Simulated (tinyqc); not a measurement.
Critical temperature from a phonon spectrum: McMillan, Allen-Dynes and the linearised Eliashberg equation. From one set of inputs to another, one input at a time. Computed by tinyqc, a small Python program. Command: `OMP_NUM_THREADS=1 python tinyqc.py 3030169 3030170 out.jsonl eliashberg ladder`. One thread of a shared host (Intel(R) Xeon(R) Processor @ 2.30GHz), about 0.03 s of CPU time with the checks.

alpha^2 F(omega) = sum_i (lambda_i omega_i/2) delta(omega - omega_i), so that lambda = 2 int alpha^2 F/omega d omega = sum_i lambda_i.

The inputs printed are set A. Inputs not listed in the table keep their values of set A, so the rows need not describe a real material.

Inputs (values chosen for the exercise, for a model metal):

| quantity | value | unit |
|---|---|---|
| peak energy omega_1 | 27.6 | meV |
| coupling lambda_1 | 0.461 | - |
| peak energy omega_2 | 44.7 | meV |
| coupling lambda_2 | 1.17 | - |
| Coulomb pseudopotential mu* | 0.13 | - |

Peaks in alpha^2 F: two.

Constants: k_B = 8.617333262e-05 eV/K.

Method:
- omega_log = exp(sum lambda_i ln omega_i / lambda); omega_rms = sqrt(sum lambda_i omega_i^2 / lambda).
- McMillan form: k_B T_c = (omega_log/1.2) exp[-1.04 (1 + lambda)/(lambda - mu* (1 + 0.62 lambda))]. Allen-Dynes multiplies it by f1 f2: f1 = [1 + (lambda/L1)^(3/2)]^(1/3), L1 = 2.46 (1 + 3.8 mu*); f2 = 1 + (omega_rms/omega_log - 1) lambda^2/(lambda^2 + L2^2), L2 = 1.82 (1 + 6.3 mu*) omega_rms/omega_log.
- Linearised Eliashberg equation at omega_n = (2n + 1) pi k_B T, n = 0..N-1: lambda(j) = sum_i lambda_i omega_i^2/(omega_i^2 + (2 pi j k_B T)^2); K_mn = lambda(m - n) + lambda(m + n + 1) - 2 mu*(N) - delta_mn [2m + 1 + lambda(0) + 2 sum_(j=1..m) lambda(j)], with 1/mu*(N) = 1/mu* + ln(omega_rms/omega_N), omega_N = (2N + 1) pi k_B T. T_c is where the largest eigenvalue rho of K is zero.
- N is the smallest integer at or above 8 omega_max/(2 pi k_B T_AD), omega_max the highest peak and T_AD the Allen-Dynes value.

Each row keeps all changes above it:

| input moved | from | to | T_c, Eliashberg (K) | T_c, Allen-Dynes (K) | omega_log (meV) |
|---|---|---|---|---|---|
| set A | - | - | 55.32 | 56.18 | 39.01 |
| coupling lambda_1 | 0.461 | 1.11 | 69.69 | 70.03 | 35.35 |
| coupling lambda_2 | 1.17 | 0.873 | 59.06 | 59.88 | 34.13 |
| Coulomb pseudopotential mu* | 0.13 | 0.08 | 68.80 | 68.77 | 34.13 |
| peak energy omega_2 (meV) | 44.7 | 10.4 | 38.11 | 37.51 | 17.96 |
| peak energy omega_1 (meV) | 27.6 | 4.56 | 13.54 | 13.59 | 6.56 |

Where does the difference come from?

T_c, Eliashberg goes from 55.3 to 13.5, a factor 0.245 in all. The largest single move comes from peak energy omega_1 (a factor 0.355), and coupling lambda_1 works against it (a factor 1.26). T_c, Allen-Dynes goes from 56.2 to 13.6, a factor 0.242 in all. The largest single move comes from peak energy omega_1 (a factor 0.362), and coupling lambda_1 works against it (a factor 1.25). omega_log goes from 39.0 to 6.56, a factor 0.168 in all. The largest single move comes from peak energy omega_1 (a factor 0.365). The single moves hold for this order of the switches; the total does not depend on the order.

Caution (all rows): for lambda above about 1.5 the plain McMillan form saturates and falls short. Caution (rows set A, coupling lambda_1, coupling lambda_2, Coulomb pseudopotential mu*): a phonon-mediated T_c this high is known only in hydrides under high pressure.

Extremes, crossings and ranges named in words are read from the listed rows.
